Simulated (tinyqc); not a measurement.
What moves the results: density of states of one tight-binding band on the square lattice. A value that a table varies takes the place of the one given here.

E(k) = -2 t (c1 + c2) - 4 t2 c1 c2 with ci = cos(2 pi ki); k in fractions of the reciprocal vectors, mesh k_i = j/N with j = 0 .. N-1. Densities are per cell and per spin, so the band holds one state.

Each square of the mesh is cut along (i, j)-(i+1, j+1) into two triangles. For corner energies e1 <= e2 <= e3 and eij = ei - ej, the share of the triangle below E is n = (E - e1)^2/(e21 e31) for e1 < E < e2 and n = 1 - (e3 - E)^2/(e31 e32) for e2 < E < e3; its density of states is g = dn/dE.

Gaussian broadening: g(E) = mean over the mesh of exp(-(E - E_k)^2/(2 sigma^2))/(sigma sqrt(2 pi)), n(E) = mean of erfc((E_k - E)/(sigma sqrt 2))/2.

Inputs chosen for the exercise: t = 1.51 eV (nearest hopping); t2 = 0 eV (second hopping); N2 = 24 (mesh points along each axis in this comparison); sigma = 0.151 eV (Gaussian width); E = -3.95 eV (energy at which the density is wanted).

## Three ways to the same curve

N = N2 here; the reference is the linear method with N = 240.

g(E) (1/eV):
```
E (eV)  reference  linear triangles  Gaussian, sigma  Gaussian, sigma/4  reference n(E)
-4.941      0.058             0.057            0.055              0.002           0.061
-3.843      0.065             0.066            0.064              0.040           0.128
-2.745      0.075             0.076            0.071              0.000           0.205
-1.647      0.091             0.091            0.086              0.007           0.296
-0.548      0.127             0.128            0.129              0.047           0.412
0.550       0.127             0.128            0.129              0.046           0.588
1.648       0.091             0.091            0.085              0.006           0.704
2.746       0.075             0.076            0.071              0.000           0.795
3.844       0.065             0.066            0.063              0.039           0.872
4.943       0.058             0.057            0.055              0.002           0.939
```

How do the results move?

Root-mean-square errors against the reference: 0.0006 for linear triangles, 0.0036 for sigma and 0.0680 for sigma/4. The narrow Gaussian is worse than the wide one, because it resolves the separate mesh levels. The reference is highest at -0.548 and 0.550 eV of the energies listed, and half filling lies between -0.548 and 0.550 eV.

## Convergence with the mesh

At the energy E; the plain count is the share of mesh points below E; the reference is the linear method with N = 240.

Results:
```
N   points  g linear  n linear  g Gaussian  n Gaussian  n plain count
4       16    0.0573    0.0599      0.0000      0.0625         0.0625
6       36    0.0736    0.0982      0.0002      0.1389         0.1389
8       64    0.0629    0.1079      0.0173      0.1396         0.1406
12     144    0.0638    0.1157      0.0748      0.1390         0.1458
16     256    0.0642    0.1183      0.1004      0.1272         0.1133
24     576    0.0649    0.1198      0.0462      0.1201         0.1198
48    2304    0.0644    0.1210      0.0636      0.1214         0.1202
```

reference n and g: 0.1213  0.0644

What does this show?

The linear n(E) stays within 0.002 of the reference from N = 24 on. The Gaussian g still moves by more than 1 % between the last two meshes. At the last mesh it lies -0.001 1/eV from the reference g and the linear g 0.000. The plain count errs by -0.0011 at the last mesh.

## Critical points

The gradient vanishes at these points by symmetry; the signs of the eigenvalues of the second-derivative matrix give the type.

Critical points:
```
point           k   E (eV)  positive  negative     type
Gamma      (0, 0)  -6.0400         2         0  minimum
X        (0.5, 0)   0.0000         1         1   saddle
M      (0.5, 0.5)   6.0400         0         2  maximum
```

What does this show?

Gamma is a minimum at -6.040 eV: g has a step there. X is a saddle at 0.000 eV: g diverges logarithmically there. M is a maximum at 6.040 eV: g has a step there.

## What moves the count of states

Linear method and Gaussian sum with N = 48. Each row changes one parameter from the base and keeps the others.

Results:
```
case              n linear  g linear (1/eV)  n Gaussian  g Gaussian (1/eV)
base                0.1210           0.0644      0.1214             0.0636
t = 1.661 eV        0.1446           0.0611      0.1452             0.0597
E = -3.799 eV       0.1308           0.0659      0.1312             0.0663
sigma = 0.302 eV    0.1210           0.0644      0.1217             0.0645
t2 = 0.076 eV       0.1277           0.0604      0.1280             0.0596
```

How do the results move?

The largest shifts from the base row, up to three for each result and ties (the steps differ in size, so this ranks the rows, not the parameters). n linear: t +0.0237, E +0.0098, t2 +0.0067; unchanged at the printed digits by sigma. g linear (1/eV): t2 -0.0040, t -0.0033, E +0.0014; unchanged at the printed digits by sigma. n Gaussian: t +0.0237, E +0.0098, t2 +0.0066. g Gaussian (1/eV): t2 -0.0040, t -0.0039, E +0.0027.

tinyqc: `OMP_NUM_THREADS=1 python tinyqc.py 1682745 1682746 out.jsonl`; about 0.09 s, one thread, shared Intel(R) Xeon(R) Processor @ 2.30GHz.
